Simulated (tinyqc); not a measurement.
Worked calculation: sp3 tight binding, zinc-blende lattice. One step of it, computed by the program tinyqc.

Question. Levels at k. Diagonalise the Hermitian matrix.

H(k) at k (eV):
```
                      a s                a px                 a py                 a pz
a s            -15.870000            0.000000             0.000000             0.000000
a px             0.000000           -9.480000             0.000000             0.000000
a py             0.000000            0.000000            -9.480000             0.000000
a pz             0.000000            0.000000             0.000000            -9.480000
c s   -2.533511-0.020825i  0.168791+0.127188i  -0.281690-0.076212i  -0.005998-3.579206i
c px  -0.168791-0.127188i  0.898988+0.007390i   0.007735+4.615587i   0.363255+0.098280i
c py   0.281690+0.076212i  0.007735+4.615587i   0.898988+0.007390i  -0.217666-0.164016i
c pz   0.005998+3.579206i  0.363255+0.098280i  -0.217666-0.164016i   0.898988+0.007390i

                      c s                 c px                 c py                 c pz
a s   -2.533511+0.020825i  -0.168791+0.127188i   0.281690-0.076212i   0.005998-3.579206i
a px   0.168791-0.127188i   0.898988-0.007390i   0.007735-4.615587i   0.363255-0.098280i
a py  -0.281690+0.076212i   0.007735-4.615587i   0.898988-0.007390i  -0.217666+0.164016i
a pz  -0.005998+3.579206i   0.363255-0.098280i  -0.217666+0.164016i   0.898988-0.007390i
c s             -8.690000             0.000000             0.000000             0.000000
c px             0.000000            -5.740000             0.000000             0.000000
c py             0.000000             0.000000            -5.740000             0.000000
c pz             0.000000             0.000000             0.000000            -5.740000
```

Give: eigenvalues; weights |c|^2 of the basis functions.

Answer.

eigenvalues (eV): -17.7380  -12.7293  -12.6820  -12.4548  -5.1327  -4.4275  -2.5397  -2.5160

weights |c|^2 of the basis functions:
```
      band 1  band 2  band 3  band 4  band 5  band 6  band 7  band 8
a s   0.8324  0.0055  0.0001  0.0375  0.0222  0.1020  0.0000  0.0003
a px  0.0000  0.3853  0.2427  0.0557  0.0011  0.0000  0.1693  0.1457
a py  0.0000  0.2247  0.4403  0.0182  0.0030  0.0000  0.1461  0.1675
a pz  0.0098  0.0586  0.0009  0.5168  0.4027  0.0080  0.0001  0.0029
c s   0.0869  0.0412  0.0012  0.2937  0.5628  0.0135  0.0000  0.0006
c px  0.0003  0.1051  0.1991  0.0110  0.0001  0.0025  0.3672  0.3148
c py  0.0004  0.1785  0.1156  0.0201  0.0003  0.0062  0.3169  0.3619
c pz  0.0702  0.0009  0.0001  0.0469  0.0077  0.8677  0.0002  0.0063
```
